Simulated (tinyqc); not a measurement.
Signal and retention of a DRAM cell: two steps of the calculation.

A stored one starts at Vd and leaks: Cs dV/dt = -I(V), I = a sqrt((V + Vb)/(Vd + Vb)) + b, with a = Ig exp[-(Eg1 q/kB)(1/T - 1/T0)] (generation in a depletion layer) and b = Is exp[-(Es q/kB)(1/T - 1/T0)]. The bit line is precharged to Vd/2, and charge sharing gives the signal (V - Vd/2) Cs/(Cs + Cb).

Parameters, values chosen for the exercise: array voltage Vd = 1.5 V; cell capacitance Cs = 25 fF; built-in plus back-bias voltage of the storage junction Vb = 1.25 V; junction leakage at V = Vd and T0 Ig = 0.35 fA; voltage-independent leakage at T0 Is = 0.098 fA; activation energy of Is Es = 0.28 eV; reference temperature T0 = 358 K; temperature T = 378 K; deviation of ln(retention time) over the cells sg = 0.85; cells Nc = 8.59e9; refresh interval tr = 64 ms; activation energy of Ig Eg1 = 0.53 eV.

Constants: q = 1.602176634e-19 C, kB = 1.380649e-23 J/K. Results are converted to the units shown.

Question 1. Retention time. With s = sqrt((Vc + Vb)/(Vd + Vb)), the time from Vd to Vc is t = [2 Cs (Vd + Vb)/a] [1 - s - (b/a) ln((a + b)/(a s + b))].

Vc = 0.91168000 V

Wanted: a; b; retention time; estimate with the current held at a + b.

Answer 1.

a = 0.86863 fA
b = 0.15841 fA
retention time = 15.040 s
estimate with the current held at a + b = 14.321 s

Question 2. Failing cells. This time is the median of a log-normal spread: failing cells = Nc erfc(z/sqrt 2)/2, z = ln(t/tr)/sg. One failure is expected at the interval where that count equals 1.

retention time = 15.039568 s

Wanted: z; failing cells; interval for one failure.

Answer 2.

z = 6.423
failing cells = 0.5738
interval for one failure = 68.80 ms

The weakest cell of the array lies about 6.34 deviations out, a factor of 219 below the median; the chosen interval is shorter than that time.

Range of the model: Real arrays also hold a tail of unusually leaky cells and cells whose retention varies in time, which this model lacks.

Program tinyqc, `OMP_NUM_THREADS=1 python tinyqc.py 2130102 2130103 out.jsonl`; Intel Xeon 2.30GHz, shared host, one thread, about 0.01 s.
